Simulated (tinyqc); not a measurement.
Inside a calculation: density of states of one tight-binding band on the simple cubic lattice. Values are carried at full precision from step to step, so a last printed digit may differ when a step is redone from the rounded ones.

E(k) = -2 t (c1 + c2 + c3) - 4 t2 (c1 c2 + c2 c3 + c3 c1) with ci = cos(2 pi ki); k in fractions of the reciprocal vectors, mesh k_i = j/N with j = 0 .. N-1. Densities are per cell and per spin, so the band holds one state.

Inputs chosen for the exercise:
- t = 0.66 eV (nearest hopping)
- t2 = 0.02 eV (second hopping)
- N = 6 (mesh points along each axis)
- bins = 10 (bins of the histogram)
- E_lo = -4.213 eV (lower end of the histogram)
- E_hi = 3.817 eV (upper end)
- E = 1.98 eV (energy at which the density is wanted)
- sigma = 0.198 eV (Gaussian width)

## Energies on the mesh

Evaluate the band at all 216 points and collect equal values.

Distinct energies:

| E_k (eV) | points |
|---|---|
| -4.2000 | 1 |
| -3.4600 | 6 |
| -2.7400 | 12 |
| -2.0400 | 8 |
| -1.9800 | 6 |
| -1.3000 | 24 |
| -1.2400 | 3 |
| -0.6400 | 24 |
| -0.5800 | 12 |
| 0.0600 | 24 |
| 0.6800 | 24 |
| 0.7400 | 12 |
| 1.3400 | 24 |
| 1.4000 | 3 |
| 1.9200 | 8 |
| 1.9800 | 6 |
| 2.5400 | 12 |
| 3.1400 | 6 |
| 3.7200 | 1 |

The 216 points give 19 distinct energies between -4.2000 and 3.7200 eV; a dense mesh gives a band from -4.200 to 3.720 eV.

## Histogram

Count the points in equal bins from E_lo to E_hi; g = count/(all points x bin width).

Histogram:

| from (eV) | to (eV) | points | g (1/eV) |
|---|---|---|---|
| -4.2130 | -3.4100 | 7 | 0.0404 |
| -3.4100 | -2.6070 | 12 | 0.0692 |
| -2.6070 | -1.8040 | 14 | 0.0807 |
| -1.8040 | -1.0010 | 27 | 0.1557 |
| -1.0010 | -0.1980 | 36 | 0.2076 |
| -0.1980 | 0.6050 | 24 | 0.1384 |
| 0.6050 | 1.4080 | 63 | 0.3632 |
| 1.4080 | 2.2110 | 14 | 0.0807 |
| 2.2110 | 3.0140 | 12 | 0.0692 |
| 3.0140 | 3.8170 | 7 | 0.0404 |

Empty bins: 0 of 10; the fullest holds 63 points.

## Gaussian broadening at one energy

Gaussian broadening: g(E) = mean over the mesh of exp(-(E - E_k)^2/(2 sigma^2))/(sigma sqrt(2 pi)), n(E) = mean of erfc((E_k - E)/(sigma sqrt 2))/2.

Sum over the distinct energies with their counts.

n(E) = 0.8841
g(E) = 0.1309 1/eV

## One tetrahedron of the mesh

For corner energies e1 <= e2 <= e3 <= e4 and eij = ei - ej, the share of the tetrahedron below E is n = (E - e1)^3/(e21 e31 e41) for e1 < E < e2; n = [e21^2 + 3 e21 x + 3 x^2 - (e31 + e42) x^3/(e32 e42)]/(e31 e41) with x = E - e2 for e2 < E < e3; n = 1 - (e4 - E)^3/(e41 e42 e43) for e3 < E < e4; its density of states is g = dn/dE.

corner energies, sorted (eV): 0.6800  1.3400  2.5400  3.1400

Find its share below E and its density of states at E.

n = 0.5436
g = 0.8169 1/eV

E lies between corners 2 and 3.

## Sum over all linear tetrahedra

Each cube of the mesh, corners numbered 0 to 7 as the binary number (i j l), is cut into six tetrahedra around the diagonal 0-7: 0137, 0157, 0237, 0267, 0457, 0467. For corner energies e1 <= e2 <= e3 <= e4 and eij = ei - ej, the share of the tetrahedron below E is n = (E - e1)^3/(e21 e31 e41) for e1 < E < e2; n = [e21^2 + 3 e21 x + 3 x^2 - (e31 + e42) x^3/(e32 e42)]/(e31 e41) with x = E - e2 for e2 < E < e3; n = 1 - (e4 - E)^3/(e41 e42 e43) for e3 < E < e4; its density of states is g = dn/dE.

Average n and g over all pieces of the mesh. The reference uses the same method with N = 36.

n(E) = 0.9076
g(E) = 0.1113 1/eV
reference n(E) = 0.888
reference g(E) = 0.119 1/eV

On this mesh the linear method errs by -0.008 1/eV in g and +0.020 in n; the Gaussian sum erred by +0.011 and -0.004.

## Checks

- States below the top of the band by the linear method against one: both 1.000000.

(tinyqc, `OMP_NUM_THREADS=1 python tinyqc.py 1650551 1650552 out.jsonl`, Intel(R) Xeon(R) Processor @ 2.30GHz, 1 thread, shared host, about 0.2 s.)
